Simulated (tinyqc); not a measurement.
Raising D: domain walls in a thin film with perpendicular anisotropy: Bloch, Neel and chiral walls, motion and stripe domains. Computed by tinyqc, a small Python program. Command: `OMP_NUM_THREADS=1 python tinyqc.py 3026142 3026143 out.jsonl mwall walk`. One thread of a shared host (Intel(R) Xeon(R) Processor @ 2.30GHz), about 0.01 s of CPU time with the checks.

One-dimensional wall: polar angle theta(x), azimuth phi of the moment in the wall (phi = 0 Neel, 90 degrees Bloch). mu_0 = 1.25663706212e-6 T m/A, gamma = 1.76085963023e11 rad/(s T).

Inputs (values chosen for the exercise, for a model film):

| quantity | value | unit |
|---|---|---|
| saturation magnetisation M_s | 1400 | kA/m |
| exchange stiffness A | 20 | pJ/m |
| uniaxial anisotropy K_u | 1720 | kJ/m^3 |
| DMI constant D | 0.13 | mJ/m^2 |
| thickness t | 2.5 | nm |

Method. K_eff = K_u - mu_0 M_s^2/2; Delta = sqrt(A/K_eff); sigma_0 = 4 sqrt(A K_eff); profile theta = 2 arctan exp(x/Delta); quality factor Q = 2 K_u/(mu_0 M_s^2). sigma(phi) = sigma_0 + 2 Delta K_D cos^2(phi) - pi D cos(phi), with the wall shape anisotropy K_D = N_x mu_0 M_s^2/2, N_x = t ln 2/(pi Delta). The minimum has cos(phi) = D/D_N for D < D_N = 4 Delta K_D/pi and phi = 0 beyond; sigma turns negative at D_c = (sigma_0 + 2 Delta K_D)/pi.

D_N = 0.864892 mJ/m^2

D_c = 4.41219 mJ/m^2

width parameter Delta = 6.39860 nm

sigma_0 = 12.5027 mJ/m^2

Wall against D; the last column is the Kaplan-Gehring width, log10[0.955 t exp(pi sigma/(mu_0 M_s^2 t))/nm], with a dash where it falls below 10 Delta and the formula fails:

| D (mJ/m^2) | phi (degrees) | sigma (mJ/m^2) | sigma/sigma_0 | log10 domain width |
|---|---|---|---|---|
| 0.17 | 78.664 | 12.450 | 0.99580 | 3.1367 |
| 0.43 | 60.187 | 12.167 | 0.97314 | 3.0739 |
| 0.69 | 37.081 | 11.638 | 0.93084 | 2.9567 |
| 0.88 | 0.000 | 11.097 | 0.88754 | 2.8367 |
| 1.80 | 0.000 | 8.206 | 0.65637 | 2.1963 |
| 2.60 | 0.000 | 5.693 | 0.45535 | - |
| 3.50 | 0.000 | 2.866 | 0.22921 | - |
| 4.00 | 0.000 | 1.295 | 0.10357 | - |

What follows from these numbers?

D_N is 20 % of D_c, so a small D fixes the chirality long before it lowers the energy much. Beyond D_N sigma falls by pi per unit of D, and the domain width, which has sigma in an exponent, drops by 0.9 decades over the valid rows (values above 6 mean a single domain in any device).

Extremes, crossings and ranges named in words are read from the listed rows.
